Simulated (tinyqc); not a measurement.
The integration grid: Kohn-Sham LDA (VWN5) on finer and finer grids in the 3-21g basis, for H3+, spin multiplicity 1. Computed by the program tinyqc with PySCF. Command: `OMP_NUM_THREADS=1 python tinyqc.py 110742 110743 out.jsonl`; one thread of a shared host (Intel(R) Xeon(R) Processor @ 2.60GHz), about 2 s.

Geometry (angstrom):
```
atom       x       y       z
H     0.0000  0.0000  0.0000
H     0.0000  0.0000  0.9250
H     0.0000  0.8010  0.4620
```

Self-consistent on each grid; the net force on the molecule should vanish.

Kohn-Sham energy on Becke grids (radial x angular points per atom):
```
grid       points  residual of the electron count  E (hartree)  E - finest (mhartree)  largest net force without grid terms (hartree/bohr)
10 x 14       418                        1.60e-03     -1.28207               -3.17654                                             1.30e-03
15 x 26      1168                       -3.49e-04     -1.27958               -0.68062                                             3.26e-03
20 x 50      2996                       -4.34e-04     -1.27866                0.23691                                             8.69e-05
30 x 86      7734                       -7.78e-05     -1.27888                0.01713                                             4.96e-05
50 x 194    29088                        1.91e-06     -1.27890               -0.00119                                             6.14e-07
75 x 302    67876                        7.53e-08     -1.27890              -2.80e-05                                             2.38e-08
120 x 590  212098                        2.74e-10     -1.27890                0.00000                                             3.52e-10
```

The energy is within 0.1 mhartree of the finest grid first at 30 x 86. The error has both signs, since quadrature is not variational. The electron count and the net force are cheap signs of a poor grid.
